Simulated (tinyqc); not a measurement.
Inside a calculation. Model: electron mobility in a silicon inversion layer, empirical terms and Matthiessen rule.

Numbers from tinyqc (`OMP_NUM_THREADS=1 python tinyqc.py 2510087 2510088 out.jsonl`; about 0.01 s on one thread of a shared Intel Xeon 2.30GHz). Printed values are rounded.

Inversion layer of sheet density Ns on a uniformly doped body, under a high-permittivity gate with an interlayer. The mobility terms are empirical power laws with prefactors chosen for the exercise; adding their inverses (Matthiessen) is itself an approximation.

Inputs (values chosen for the exercise); material values close to those of silicon: temperature T = 400 K; band gap Eg = 1.14 eV; relative permittivity of the semiconductor eps_r = 11.7; conduction-band density of states at T Nc = 4.22e19 cm^-3; valence-band density of states at T Nv = 4.08e19 cm^-3; body doping Nb = 6.1e17 cm^-3; reverse body bias Vsb = 0.6 V; weight of the inversion charge in the effective field eta = 0.5; gate capacitance Cox = 2.17 uF/cm^2; phonon-limited mobility at 1 MV/cm and 300 K Ap = 414 cm^2/(V s); roughness-limited mobility at 1 MV/cm As = 979 cm^2/(V s); exponent of the roughness term gs = 2; Coulomb prefactor Ac = 1800 cm^2/(V s); charge at the interface Nit = 2.3e11 cm^-2; remote-phonon mobility without interlayer Ar = 150 cm^2/(V s); interlayer thickness ti = 0.8 nm; decay length of remote phonons lr = 0.6 nm; inversion density Ns = 2.6e12 cm^-2; ratio W/L WL = 20; drain voltage Vd = 0.01 V; measured linear current I = 13.7 uA.

Constants: q = 1.602176634e-19 C, kB = 1.380649e-23 J/K, Vt = kB T/q, eps0 = 8.8541878128e-14 F/cm where lengths are in cm. Results are converted to the units shown.

## Depletion charge and effective field

ni = sqrt(Nc Nv) exp(-Eg/(2 Vt)), Eg in volts; Ndep = sqrt(2 eps0 eps_r Nb (2 Vt ln(Nb/ni) + Vsb)/q); E = q (Ndep + eta Ns)/(eps0 eps_r), in MV/cm.

ni = 2.73088e12 cm^-3
Ndep = 3.38096e12 cm^-2
E = 0.723953 MV/cm

The depletion charge gives 72.2 % of the field.

## Mobility terms and their sum

With t = T/(300 K): muC = Ac (Ns/1e12 cm^-2) t/(Nb/1e17 cm^-3 + Nit/1e11 cm^-2), muP = Ap E^(-1/3) t^(-1.75), muS = As E^(-gs), muR = Ar exp(2 ti/lr)/t; 1/mu is the sum of the inverses.

terms (cm^2/(V s)): Coulomb 742.857, phonon 278.690, roughness 1867.94, remote phonon 1619.09
mu = 164.275 cm^2/(V s)
shares of 1/mu (%): Coulomb 22.1139, phonon 58.9455, roughness 8.79446, remote phonon 10.1461

The phonon term limits most.

## Iteration 1: inversion density for the measured current

Ns at the start = 1.3e12 cm^-2

I = (W/L) q Ns mu Vd. E = q (Ndep + eta Ns)/(eps0 eps_r) in MV/cm. With t = T/(300 K): muC = Ac (Ns/1e12 cm^-2) t/(Nb/1e17 cm^-3 + Nit/1e11 cm^-2), muP = Ap E^(-1/3) t^(-1.75), muS = As E^(-gs), muR = Ar exp(2 ti/lr)/t; 1/mu is the sum of the inverses. Ns(new) = I/((W/L) q mu Vd).

E = 0.623425 MV/cm
mu = 140.435 cm^2/(V s)
Ns after iteration 1 = 3.04442e12 cm^-2

## Iteration 2: inversion density for the measured current

As before.

E = 0.758320 MV/cm
mu = 166.700 cm^2/(V s)
Ns after iteration 2 = 2.56474e12 cm^-2

## Course of the iteration: inversion density for the measured current

Stop when Ns changes by less than 1e5 cm^-2, or after 120 iterations.

Course of the iteration:
```
iteration	Ns (cm^-2)	|change| (cm^-2)
1	3.04442e12	1.74e12
2	2.56474e12	4.80e11
3	2.60687e12	4.21e10
4	2.60180e12	5.07e9
5	2.60240e12	5.94e8
6	2.60233e12	6.97e7
7	2.60234e12	8.19e6
8	2.60233e12	9.62e5
9	2.60233e12	1.13e5
10	2.60233e12	1.33e4
```

Converged in 10 iterations. At the end each change is about 0.12 times the one before, with alternating sign: linear convergence.

## Split C-V extraction

```
point	Vg (V)	Cgc (uF/cm^2)	I (uA)
0	0.2	0.00903093	7.07367e-5
1	0.3	0.0668400	0.00389818
2	0.4	0.422370	0.163225
3	0.5	1.40535	2.39676
4	0.6	2.02511	8.92520
5	0.7	2.14977	16.7001
6	0.8	2.16732	23.9382
7	0.9	2.16965	30.3631
8	1	2.16995	35.9988
9	1.1	2.16999	40.9143
10	1.2	2.17000	45.1821
11	1.3	2.17000	48.8704
12	1.4	2.17000	52.0415
```

Q(Vg) is the trapezoid sum of Cgc from the first point (where Q is taken as 0); mu_eff = I/((W/L) Q Vd); mu_FE = (dI/dVg)/((W/L) Cox Vd) with a backward difference. Listed from point 4 on.

```
point	Q (uC/cm^2)	mu_eff (cm^2/(V s))	mu_FE (cm^2/(V s))
4	0.291163	153.268	150.425
5	0.499907	167.032	179.145
6	0.715762	167.222	166.776
7	0.932610	162.786	148.041
8	1.14959	156.572	129.854
9	1.36659	149.695	113.260
10	1.58359	142.657	98.3373
11	1.80059	135.707	84.9841
12	2.01759	128.970	73.0665
```

At the last point mu_FE is 43 % below mu_eff: where the mobility falls with gate voltage the slope of I understates it.
